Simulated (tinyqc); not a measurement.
Mobility of a non-polar semiconductor in the relaxation-time approximation: one step, computed by the program tinyqc. Command: `OMP_NUM_THREADS=1 python tinyqc.py 3021456 3021457 out.jsonl rta walk`. One thread of a shared host (Intel(R) Xeon(R) Processor @ 2.30GHz), about 0.01 s of CPU time with the checks.

Each valley is treated as a sphere of mass m_d for states and rates, with one isotropic relaxation time; the conductivity mass m_c sets the current.

Question. Rates at a few energies. Kane band: hbar^2 k^2/(2 m) = E (1 + alpha E), speed v = hbar k/(m (1 + 2 alpha E)), states per spin, volume and energy g(E) = m k (1 + 2 alpha E)/(2 pi^2 hbar^2); overlap factors are set to 1. Here m = m_d. Masses are multiplied by m_0 and all formulas are in SI units. Phonon occupation N_q = 1/(exp(hbar w/(k_B T)) - 1). Acoustic deformation potential (elastic, equipartition, absorption and emission together): 1/tau = 2 pi k_B T D_A^2 g(E)/(hbar rho v_l^2). Optical or intervalley deformation potential: 1/tau = (pi Z_f D_o^2/(rho w)) [N_q g(E + hbar w) + (N_q + 1) g(E - hbar w)], with g = 0 below the band edge. Each optical term is multiplied by (1 - f(E'))/(1 - f(E)), E' the final energy, for Pauli blocking. Singly charged impurities, momentum relaxation: 1/tau = N_I e^4 m (1 + 2 alpha E) Phi/(8 pi (eps_s eps_0)^2 hbar^3 k^3), with alpha = 0 for a parabolic band. Brooks-Herring: Phi = ln(1 + b) - b/(1 + b), b = 4 k^2 L_s^2.

Inputs (values chosen for the exercise, modelled on holes in silicon):
```
quantity                                          value       unit
non-parabolicity alpha                             0.27       1/eV
static permittivity eps_s                          11.7          -
density rho                                        2329     kg/m^3
sound velocity v_l                                 9270        m/s
acoustic deformation potential D_A                  5.9         eV
phonon energy hbar w                               61.1        meV
optical or intervalley deformation potential D_o    8.8  1e8 eV/cm
final valleys Z_f                                     1          -
temperature T                                       200          K
```

Band: Kane. Impurity formula: Brooks-Herring. Further scattering: none.

reduced Fermi level eta = -9.752619

density-of-states mass m_d = 0.505 m_0

ionised impurity density N_I = 2.90e+14 1/cm^3

screening length L_s = 196.0284 nm

Constants: k_B = 8.617333262e-05 eV/K; k_B = 1.380649e-23 J/K; e = 1.602176634e-19 C; hbar = 1.054571817e-34 J s; m_0 = 9.1093837015e-31 kg; hbar = 6.582119569e-16 eV s; eps_0 = 8.8541878128e-12 F/m.

Give: Rates (1e12/s) at E = (max(eta, 0) + 0.5, 1, 2, 4) k_B T.

Answer.

Rates (1e12/s) at E = (max(eta, 0) + 0.5, 1, 2, 4) k_B T:
```
E (meV)  acoustic  optical  ionised impurity
8.62        0.523    0.181           0.06325
17.23       0.744    0.193           0.02416
34.47       1.065    0.216           0.00919
68.94       1.540    2.277           0.00349
```
